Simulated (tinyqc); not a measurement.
From results back to parameters: coherent potential approximation for a binary alloy with a semi-elliptic band. Three cases, with inputs chosen for the exercise.

Problem. With levels eA = -x d and eB = (1 - x) d on a semi-elliptic band of half width W, the alloy density has second moment W^2/4 + x (1 - x) d^2 and third moment x (1 - x)(1 - 2x) d^3 about its centre (exact, and kept by the CPA). The moments below come from hidden x and d > 0.

Case 1.

Values chosen: W = 1.6 eV (half width of the pure band).
second moment = 0.667181 eV^2
third moment = 0.000359 eV^3

Case 2.

Values chosen: W = 2.3 eV (half width of the pure band).
second moment = 2.555073 eV^2
third moment = 1.056069 eV^3

Case 3.

Values chosen: W = 4.4 eV (half width of the pure band).
second moment = 5.202365 eV^2
third moment = 0.043846 eV^3

Find: d; x.

Solution. v = m2 - W^2/4 = x (1 - x) d^2 and u = m3/v = (1 - 2x) d; then d^2 = u^2 + 4v and x = (1 - u/d)/2.

Case 1.

d = 0.33 eV
x = 0.48

Case 2.

d = 2.38 eV
x = 0.32

Case 3.

d = 1.21 eV
x = 0.45

Computed by tinyqc, one run a case: `OMP_NUM_THREADS=1 python tinyqc.py N N+1 out.jsonl` with N = 1450160, 1450293, 1450336; one thread of a shared Intel(R) Xeon(R) Processor @ 2.30GHz, about 0.01 s a run at most.
